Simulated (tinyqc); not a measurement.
Global model of a low-pressure process discharge: electron temperature, density, ion flux and ion energy: one step, computed by the program tinyqc. Command: `OMP_NUM_THREADS=1 python tinyqc.py 3113742 3113743 out.jsonl plasma walk`. One thread of a shared host (Intel(R) Xeon(R) Processor @ 2.30GHz), about 0.01 s of CPU time with the checks.

Maxwellian electrons with temperature T_e in eV, one positive ion, no negative ions, uniform bulk density n; rate constants have the Arrhenius form.

Question. Biased electrode. All bias power goes to ions: V_b = P_b/(J pi r^2). Debye length at the sheath edge lambda_D = sqrt(eps_0 T_e/(e h_L n)); Child-law sheath s = (sqrt2/3) lambda_D (2 V/T_e)^(3/4), V = V_b + V_s; ion transit time tau_i = 3 s sqrt(M/(2 e V)); collisions in the sheath s/lambda_i.

Inputs (values chosen for the exercise, of the order of those of an inductive discharge in a simple atomic gas):
```
quantity,value,unit
ion mass M,35.5,u
gas temperature T_g,400,K
radius R,13,cm
height L,15,cm
bias power P_b,490,W
radius of the biased electrode,5,cm
bias frequency,27,MHz
```

ion current density J = 18.02979 mA/cm^2

T_e = 1.290571 eV

h_L = 0.08090592

plasma density n = 7.426642e+12 1/cm^3

wall potential V_s = 5.962331 V

ion mean free path = 0.06818862 cm

Constants: eps_0 = 8.8541878128e-12 F/m; e = 1.602176634e-19 C; u = 1.6605390666e-27 kg.

Give: bias voltage V_b; lambda_D; sheath width s; ion transit time; transit time over bias period; s/lambda_i.

Answer.

bias voltage V_b = 346.0 V

lambda_D = 10.89 micrometre

sheath width s = 0.5797 mm

ion transit time = 39.76 ns

transit time over bias period = 1.073

s/lambda_i = 0.8501

Many ions collide in the sheath, which lowers their energy and widens their angles. Caution: at so short an ion path the formulas for h_L and h_R give way to the ambipolar-diffusion limit.
